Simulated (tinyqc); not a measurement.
Worked calculation: RKS/PBE0 in the 3-21g basis, for H3+, spin multiplicity 1. One step of it, computed by the program tinyqc.

Problem. Iteration 1: building the Kohn-Sham matrix. J_ij = sum D_kl (ij|kl), K_ij = sum D_kl (ik|jl); F = H + J - 0.125 K + V_xc; E = tr D H + tr D J / 2 - 0.0625 tr D K + E_xc + E_nn.

D at the start, order 1H 1s, 1H 2s, 2H 1s, 2H 2s, 3H 1s, 3H 2s:
```
[[0.351667, -1.863629, -0.211763, 1.169589, -0.961357, 1.468553],
 [-1.863629, 9.876134, 1.122219, -6.198132, 5.094626, -7.782467],
 [-0.211763, 1.122219, 0.127517, -0.704290, 0.578899, -0.884317],
 [1.169589, -6.198132, -0.704290, 3.889866, -3.197320, 4.884174],
 [-0.961357, 5.094626, 0.578899, -3.197320, 2.628074, -4.014603],
 [1.468553, -7.782467, -0.884317, 4.884174, -4.014603, 6.132642]]
```

core Hamiltonian H = T + V (hartree), order 1H 1s, 1H 2s, 2H 1s, 2H 2s, 3H 1s, 3H 2s:
```
[[-1.503852, -1.326853, -0.839879, -0.987252, -0.839879, -0.987252],
 [-1.326853, -1.478263, -0.896360, -1.192839, -0.896360, -1.192839],
 [-0.839879, -0.896360, -1.172605, -1.124503, -0.097618, -0.388687],
 [-0.987252, -1.192839, -1.124503, -1.274615, -0.388687, -0.719427],
 [-0.839879, -0.896360, -0.097618, -0.388687, -1.172605, -1.124503],
 [-0.987252, -1.192839, -0.388687, -0.719427, -1.124503, -1.274615]]
```

Two-electron integrals (ij|kl) in chemists' order, unique and non-zero (hartree):
```
(11|11) 1.140145   (21|11) 0.611403   (21|21) 0.345152   (22|11) 0.626370
(22|21) 0.380329   (22|22) 0.482957   (31|11) 0.332816   (31|21) 0.189376
(31|22) 0.210451   (31|31) 0.134456   (32|11) 0.316934   (32|21) 0.191660
(32|22) 0.237977   (32|31) 0.143694   (32|32) 0.175263   (33|11) 0.642024
(33|21) 0.396835   (33|22) 0.508091   (33|31) 0.332816   (33|32) 0.429140
(33|33) 1.140145   (41|11) 0.429140   (41|21) 0.243192   (41|22) 0.269707
(41|31) 0.143694   (41|32) 0.148646   (41|33) 0.316934   (41|41) 0.175263
(42|11) 0.482865   (42|21) 0.295071   (42|22) 0.380781   (42|31) 0.181181
(42|32) 0.216488   (42|33) 0.482865   (42|41) 0.216488   (42|42) 0.321066
(43|11) 0.396835   (43|21) 0.244362   (43|22) 0.315485   (43|31) 0.189376
(43|32) 0.243192   (43|33) 0.611403   (43|41) 0.191660   (43|42) 0.295071
(43|43) 0.345152   (44|11) 0.508091   (44|21) 0.315485   (44|22) 0.424556
(44|31) 0.210451   (44|32) 0.269707   (44|33) 0.626370   (44|41) 0.237977
(44|42) 0.380781   (44|43) 0.380329   (44|44) 0.482957   (51|11) 0.332816
(51|21) 0.189376   (51|22) 0.210451   (51|31) 0.083094   (51|32) 0.081867
(51|33) 0.160449   (51|41) 0.124294   (51|42) 0.147796   (51|43) 0.102733
(51|44) 0.147269   (51|51) 0.134456   (52|11) 0.316934   (52|21) 0.191660
(52|22) 0.237977   (52|31) 0.081867   (52|32) 0.085197   (52|33) 0.168914
(52|41) 0.124533   (52|42) 0.162406   (52|43) 0.108672   (52|44) 0.161593
(52|51) 0.143694   (52|52) 0.175263   (53|11) 0.022505   (53|21) 0.012351
(53|22) 0.012968   (53|31) 0.006759   (53|32) 0.006575   (53|33) 0.013451
(53|41) 0.008682   (53|42) 0.010016   (53|43) 0.008279   (53|44) 0.010588
(53|51) 0.006759   (53|52) 0.006575   (53|53) 0.000450   (54|11) 0.127933
(54|21) 0.075903   (54|22) 0.090793   (54|31) 0.033447   (54|32) 0.034285
(54|33) 0.067937   (54|41) 0.049875   (54|42) 0.063271   (54|43) 0.043532
(54|44) 0.063418   (54|51) 0.054163   (54|52) 0.062793   (54|53) 0.002637
(54|54) 0.023034   (55|11) 0.642024   (55|21) 0.396835   (55|22) 0.508091
(55|31) 0.160449   (55|32) 0.168914   (55|33) 0.334894   (55|41) 0.252248
(55|42) 0.335292   (55|43) 0.216182   (55|44) 0.328445   (55|51) 0.332816
(55|52) 0.429140   (55|53) 0.013451   (55|54) 0.148706   (55|55) 1.140145
(61|11) 0.429140   (61|21) 0.243192   (61|22) 0.269707   (61|31) 0.124294
(61|32) 0.124533   (61|33) 0.252248   (61|41) 0.167657   (61|42) 0.202566
(61|43) 0.157746   (61|44) 0.211535   (61|51) 0.143694   (61|52) 0.148646
(61|53) 0.008682   (61|54) 0.057944   (61|55) 0.316934   (61|61) 0.175263
(62|11) 0.482865   (62|21) 0.295071   (62|22) 0.380781   (62|31) 0.147796
(62|32) 0.162406   (62|33) 0.335292   (62|41) 0.202566   (62|42) 0.282241
(62|43) 0.211948   (62|44) 0.300287   (62|51) 0.181181   (62|52) 0.216488
(62|53) 0.010016   (62|54) 0.080036   (62|55) 0.482865   (62|61) 0.216488
(62|62) 0.321066   (63|11) 0.127933   (63|21) 0.075903   (63|22) 0.090793
(63|31) 0.054163   (63|32) 0.062793   (63|33) 0.148706   (63|41) 0.057944
(63|42) 0.080036   (63|43) 0.085206   (63|44) 0.096287   (63|51) 0.033447
(63|52) 0.034285   (63|53) 0.002637   (63|54) 0.013833   (63|55) 0.067937
(63|61) 0.049875   (63|62) 0.063271   (63|63) 0.023034   (64|11) 0.276824
(64|21) 0.168086   (64|22) 0.213442   (64|31) 0.093009   (64|32) 0.105174
(64|33) 0.224550   (64|41) 0.119197   (64|42) 0.168286   (64|43) 0.139428
(64|44) 0.187632   (64|51) 0.093009   (64|52) 0.105174   (64|53) 0.005731
(64|54) 0.040126   (64|55) 0.224550   (64|61) 0.119197   (64|62) 0.168286
(64|63) 0.040126   (64|64) 0.094331   (65|11) 0.396835   (65|21) 0.244362
(65|22) 0.315485   (65|31) 0.102733   (65|32) 0.108672   (65|33) 0.216182
(65|41) 0.157746   (65|42) 0.211948   (65|43) 0.139381   (65|44) 0.210306
(65|51) 0.189376   (65|52) 0.243192   (65|53) 0.008279   (65|54) 0.085206
(65|55) 0.611403   (65|61) 0.191660   (65|62) 0.295071   (65|63) 0.043532
(65|64) 0.139428   (65|65) 0.345152   (66|11) 0.508091   (66|21) 0.315485
(66|22) 0.424556   (66|31) 0.147269   (66|32) 0.161593   (66|33) 0.328445
(66|41) 0.211535   (66|42) 0.300287   (66|43) 0.210306   (66|44) 0.311237
(66|51) 0.210451   (66|52) 0.269707   (66|53) 0.010588   (66|54) 0.096287
(66|55) 0.626370   (66|61) 0.237977   (66|62) 0.380781   (66|63) 0.063418
(66|64) 0.187632   (66|65) 0.380329   (66|66) 0.482957
```

nuclear repulsion = 1.67461143 hartree

V_xc (hartree), order 1H 1s, 1H 2s, 2H 1s, 2H 2s, 3H 1s, 3H 2s:
```
[[-0.233175, -0.124234, -0.060611, -0.078994, -0.123317, -0.100711],
 [-0.124234, -0.136422, -0.061564, -0.096855, -0.157478, -0.136596],
 [-0.060611, -0.061564, -0.157977, -0.087456, -0.004530, -0.022871],
 [-0.078994, -0.096855, -0.087456, -0.122158, -0.052921, -0.060291],
 [-0.123317, -0.157478, -0.004530, -0.052921, -0.491891, -0.226694],
 [-0.100711, -0.136596, -0.022871, -0.060291, -0.226694, -0.193737]]
```

E_xc = sum of w rho eps_xc = -0.66215528 hartree

Give: Coulomb J; exchange K; Kohn-Sham matrix F; total energy of this density.

Solution.

Coulomb J (hartree), order 1H 1s, 1H 2s, 2H 1s, 2H 2s, 3H 1s, 3H 2s:
```
[[1.0329, 0.6419, 0.2853, 0.4194, 0.5086, 0.5015],
 [0.6419, 0.8501, 0.3209, 0.5961, 0.6575, 0.7827],
 [0.2853, 0.3209, 0.6681, 0.4273, 0.0216, 0.1241],
 [0.4194, 0.5961, 0.4273, 0.6344, 0.2285, 0.3757],
 [0.5086, 0.6575, 0.0216, 0.2285, 1.7397, 0.9375],
 [0.5015, 0.7827, 0.1241, 0.3757, 0.9375, 1.0118]]
```

exchange K (hartree), order 1H 1s, 1H 2s, 2H 1s, 2H 2s, 3H 1s, 3H 2s:
```
[[0.0592, 0.0573, 0.0027, 0.0185, 0.1996, 0.0691],
 [0.0573, 0.0802, 0.0027, 0.0320, 0.2849, 0.1051],
 [0.0027, 0.0027, 0.0089, 0.0128, -0.0160, -0.0016],
 [0.0185, 0.0320, 0.0128, 0.0576, 0.0300, 0.0256],
 [0.1996, 0.2849, -0.0160, 0.0300, 1.2788, 0.3895],
 [0.0691, 0.1051, -0.0016, 0.0256, 0.3895, 0.1574]]
```

Kohn-Sham matrix F (hartree), order 1H 1s, 1H 2s, 2H 1s, 2H 2s, 3H 1s, 3H 2s:
```
[[-0.7116, -0.8164, -0.6155, -0.6492, -0.4795, -0.5951],
 [-0.8164, -0.7746, -0.6374, -0.6976, -0.4319, -0.5599],
 [-0.6155, -0.6374, -0.6636, -0.7863, -0.0785, -0.2873],
 [-0.6492, -0.6976, -0.7863, -0.7695, -0.2169, -0.4072],
 [-0.4795, -0.4319, -0.0785, -0.2169, -0.0846, -0.4624],
 [-0.5951, -0.5599, -0.2873, -0.4072, -0.4624, -0.4762]]
```

total energy of this density = 1.657059 hartree
